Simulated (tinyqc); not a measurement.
Atomic layer deposition: Langmuir saturation, growth per cycle and coating of deep features. From one set of inputs to another, one input at a time. Computed by tinyqc, a small Python program. Command: `OMP_NUM_THREADS=1 python tinyqc.py 3022260 3022261 out.jsonl ald ladder`. One thread of a shared host (Intel(R) Xeon(R) Processor @ 2.30GHz), about 0.06 s of CPU time with the checks.

Precursor A sticks only on free sites, so a long enough pulse saturates; co-reactant B then frees the sites again.

The inputs printed are set A. Set A is modelled on titanium nitride from the chloride and ammonia; the values taken over come from a set modelled on silicon dioxide from an aminosilane and ozone. Inputs not listed in the table keep their values of set A, so the rows need not describe a real material.

Inputs (values chosen for the exercise, modelled on titanium nitride from the chloride and ammonia):
```
quantity,value,unit
precursor mass M,190,u
site density q,1.9,1/nm^2
growth per cycle at saturation G,0.35,angstrom
sticking probability beta on free sites,0.0014,-
precursor pressure p,7.6,Pa
temperature T,175,C
pulse time t,0.26,s
co-reactant completion per pulse c_B,0.9,-
desorption energy E_d,1.67,eV
purge time t_p,1.1,s
aspect ratio a,99,-
```

Feature: long trench.

Constants: u = 1.6605390666e-27 kg; k_B = 1.380649e-23 J/K; k_B = 8.617333262e-05 eV/K.

Method:
- Wall flux F = p/sqrt(2 pi M k_B T); rate of filling k_a = beta F/q; desorption k_d = 1e13 exp(-E_d/(k_B T)) per second. 1/m^2 = 1e-18/nm^2.
- Temperatures in kelvin are T(C) + 273.15.
- One cycle from coverage th0: pulse A gives th1 = th_s + (th0 - th_s) exp(-(k_a + k_d) t), th_s = k_a/(k_a + k_d); the purge leaves th2 = th1 exp(-k_d t_p); pulse B converts c_B th2 into film and leaves th3 = (1 - c_B) th2. Growth = G c_B th2.
- The periodic state has th0 = th3: th0 = (1 - c_B) e_p th_s (1 - e_a)/(1 - (1 - c_B) e_p e_a), with e_a = exp(-(k_a + k_d) t), e_p = exp(-k_d t_p).
- Share of impinging molecules used = q (th1 - th0)/(F t).
- Diffusion-limited filling (Gordon) of a long trench of width w, hydraulic diameter 2w, so that a is replaced by a/2 in the hole formula: t = (q/F)(1 + 19a/8 + 3a^2/8). Reaction-limited filling needs ln(100)/k_a at any depth, k_a = beta F/q. Flow is molecular. The front picture holds when the modulus (a/2) sqrt(beta) is well above 1.
- Depth reached by the given pulse: solve the same formula for a. Exposure = p x diffusion-limited time; 1 langmuir = 1.33322e-4 Pa s.

Each row keeps all changes above it:
```
input moved,from,to,growth per cycle (angstrom),aspect ratio reached by the front in time t,share of impinging molecules used
set A,-,-,0.31500,155.10,0.000096
precursor mass M (u),190,174,0.31500,158.62,0.000092
purge time t_p (s),1.1,18,0.31499,158.62,0.000092
site density q (1/nm^2),1.9,2.9,0.31496,127.80,0.000140
sticking probability beta on free sites,0.0014,0.05,0.31499,127.80,0.000140
pulse time t (s),0.26,0.012,0.31499,25.09,0.003033
temperature T (C),175,325,0.06825,23.14,0.003809
precursor pressure p (Pa),7.6,2.8,0.06765,12.95,0.010248
```

Growth per cycle goes from 0.315 to 0.0677, a factor 0.215 in all. The largest single move comes from temperature T (a factor 0.217). Aspect ratio reached by the front in time t goes from 155 to 12.9, a factor 0.0835 in all. The largest single move comes from pulse time t (a factor 0.196). Share of impinging molecules used goes from 9.58e-5 to 0.0102, a factor 107 in all. The largest single move comes from pulse time t (a factor 21.7). The single moves hold for this order of the switches; the total does not depend on the order.

Caution (rows temperature T, precursor pressure p): many metal-organic precursors decompose at such temperatures, which adds growth left out here. Caution (rows precursor pressure p): the depth reached is formal here: it is under 4/sqrt(beta), so no sharp front has formed.

Extremes, crossings and ranges named in words are read from the listed rows.
